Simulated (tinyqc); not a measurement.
Worked calculation: plane-wave Kohn-Sham cycle with exchange-only LDA in a layered model solid. One step of it, computed by the program tinyqc.

Task: Iteration 2: potential. V_H(G) = 4 pi rho(G)/G^2 for G != 0 (uniform background); v_x = -(3 rho/pi)^(1/3); V = V_ext + V_H + v_x; Fourier components f(G_m) = (1/N) sum_j f(x_j) exp(-i G_m x_j).

A solid whose potential varies along x alone (atomic units):
```
parameter                      value
period a                   14.500000
cross-section of the cell   8.000000
electrons per cell                 2
grid points                       16
plane waves -n..n, n               3
k points                           4
V1 in V1 cos(2 pi x/a)     -0.240000
V2 in V2 cos(4 pi x/a)     -0.030000
```

density after iteration 1 (e/bohr^3): [0.05623133, 0.04734818, 0.02879978, 0.01382065, 0.00665302, 0.00429975, 0.00366564, 0.00349693, 0.00346283, 0.00349693, 0.00366564, 0.00429975, 0.00665302, 0.01382065, 0.02879978, 0.04734818]

Give: Potentials on the grid; V(G_m), m = 0, 1, 2, ....

Result:

Potentials on the grid (hartree):
```
x          V_ext      V_H      v_x        V
0.0000   -0.2700   1.7069  -0.3773   1.0596
0.9062   -0.2429   1.5138  -0.3563   0.9146
1.8125   -0.1697   1.0185  -0.3018   0.5469
2.7188   -0.0706   0.4003  -0.2363   0.0934
3.6250    0.0300  -0.1896  -0.1852  -0.3448
4.5312    0.1131  -0.6744  -0.1601  -0.7214
5.4375    0.1697  -1.0269  -0.1518  -1.0090
6.3438    0.2005  -1.2397  -0.1495  -1.1887
7.2500    0.2100  -1.3108  -0.1490  -1.2498
8.1562    0.2005  -1.2397  -0.1495  -1.1887
9.0625    0.1697  -1.0269  -0.1518  -1.0090
9.9688    0.1131  -0.6744  -0.1601  -0.7214
10.8750   0.0300  -0.1896  -0.1852  -0.3448
11.7812  -0.0706   0.4003  -0.2363   0.0934
12.6875  -0.1697   1.0185  -0.3018   0.5469
13.5938  -0.2429   1.5138  -0.3563   0.9146
```

V(G_m), m = 0, 1, 2, ... (hartree): [-0.2255, 0.5637, 0.0625, 0.0133, 0.0028, 0.0003, -0.0001]
